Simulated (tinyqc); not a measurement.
## Absorption coefficient and reflectance from two thicknesses

Question. With transparent contact layers the responsivity is (1 - Rf)(1 - exp(-al wi)) q lam/(h c). The second absorber is twice as thick as the first. Find al and Rf.

Values chosen for this exercise: wavelength lam = 1550 nm.

Constants: q = 1.602176634e-19 C, h = 6.62607015e-34 J s, c = 299792458 m/s. Results are converted to the units shown.

responsivity for wi = 2.5 and 5 um (A/W): [0.34990873, 0.59099922]

Answer. The ratio of the responsivities is 1 + exp(-al w1), which gives al; either value then gives 1 - Rf.

al = 1.49e3 1/cm
Rf = 0.100

Program tinyqc, `OMP_NUM_THREADS=1 python tinyqc.py 2250006 2250007 out.jsonl`; Intel Xeon 2.30GHz, shared host, one thread, about 0.01 s.
